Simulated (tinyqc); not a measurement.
One-electron ion in a basis of Gaussians, step by step. One step of it, computed by the program tinyqc.

Problem. Matrices over normalised Gaussians. With p = a_i + a_j and I(k) = Gamma((k+1)/2) / (2 p^((k+1)/2)): S = I(2l+2), T = (2l+3) a_i a_j S / p, V = -Z I(2l+1), each divided by sqrt(S_ii S_jj).

exponents of r^l exp(-a r^2) (1/bohr^2): 0.307900  1.460000  6.926000  32.850000  155.800000

Z = 5

l = 1

Give: S; T; V.

Solution.

S, lower triangle:
```
       1      2      3      4      5
1  1.000
2  0.501  1.000
3  0.104  0.501  1.000
4  0.016  0.104  0.501  1.000
5  0.002  0.016  0.104  0.501  1.000
```

T (hartree), lower triangle:
```
       1      2       3       4        5
1  0.770
2  0.637  3.650
3  0.153  3.020  17.315
4  0.025  0.724  14.327  82.125
5  0.004  0.117   3.434  67.956  389.500
```

V (hartree), lower triangle:
```
        1       2        3        4        5
1  -2.952
2  -2.506  -6.427
3  -1.048  -5.456  -13.999
4  -0.349  -2.281  -11.883  -30.487
5  -0.110  -0.760   -4.969  -25.881  -66.395
```
